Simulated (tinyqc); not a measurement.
What the excited states change: donors on two lattice sites with valley-orbit split states.

Each donor binds at most one electron, in any of its states. For a site s, W_s = sum over its states of g exp(E/kT), and the ionised share is 1/(1 + W_s exp(eta)), eta = (EF - Ec)/kT; n = Nc F_1/2(eta); neutrality n + NA = ND x (mean ionised share, the two sites in equal numbers); holes are neglected. Nc from N = 2 (m kB T/(4 pi c))^(3/2) with c = hbar^2/2m0, in 1/angstrom^3; times 1e24 for 1/cm^3, m = md. F_j(eta) = (1/Gamma(j + 1)) integral_0^infinity x^j dx/(1 + exp(x - eta)), which tends to exp(eta) for eta << 0.

Constants: hbar^2/2m0 = 3.80998211 eV angstrom^2; kB = 8.617333262e-05 eV/K.

Parameters, chosen for this exercise (near those of nitrogen in 4H-SiC; the results hold for these values, not for the real material): md = 0.806 m0 (density-of-states mass of the conduction band); E = (58.6, 50.6, 122.1, 73.8) meV (binding energies of h ground, h excited, k ground, k excited); g = (2, 4, 2, 4) (their degeneracies with spin); ND = 1.2e+16 1/cm^3 (donors, half on each site); NA = 0 1/cm^3 (compensating acceptors, all ionised).

The last columns keep only the ground state of each site (g = 2).

Results:

| T (K) | effective degeneracy, h site | eta | n (1/cm^3) | n, ground states only | ratio |
|---|---|---|---|---|---|
| 40 | 2.39 | -11.43 | 9.57e+12 | 1.05e+13 | 0.914 |
| 60 | 2.85 | -9.01 | 1.99e+14 | 2.37e+14 | 0.840 |
| 80 | 3.25 | -7.94 | 8.94e+14 | 1.11e+15 | 0.802 |
| 110 | 3.72 | -7.30 | 2.72e+15 | 3.34e+15 | 0.815 |
| 200 | 4.51 | -7.19 | 7.44e+15 | 7.81e+15 | 0.952 |
| 250 | 4.76 | -7.26 | 9.73e+15 | 1.01e+16 | 0.964 |
| 300 | 4.94 | -7.42 | 1.09e+16 | 1.12e+16 | 0.976 |
| 400 | 5.17 | -7.78 | 1.17e+16 | 1.18e+16 | 0.990 |
| 500 | 5.32 | -8.10 | 1.19e+16 | 1.19e+16 | 0.995 |

Give the missing row, T (K) = 150.

Computed row:
```
T (K)  effective degeneracy, h site    eta  n (1/cm^3)  n, ground states only  ratio
150                            4.15  -7.18    4.91e+15               5.45e+15  0.902
```

The effective degeneracy grows from 2.39 to 5.32. Excited states hold electrons back, so the ratio is never above 1; it is lowest, 0.802, at 80 K of those listed, and 0.976 at 300 K. At low T the excited states empty out, and at high T more donors are ionised (n is 99 % of ND - NA in the last row), so the effect is largest in between.

Run: tinyqc, `OMP_NUM_THREADS=1 python tinyqc.py 1651955 1651956 out.jsonl`; Intel(R) Xeon(R) Processor @ 2.30GHz, one thread, shared host; about 0.01 s of CPU time with all checks.
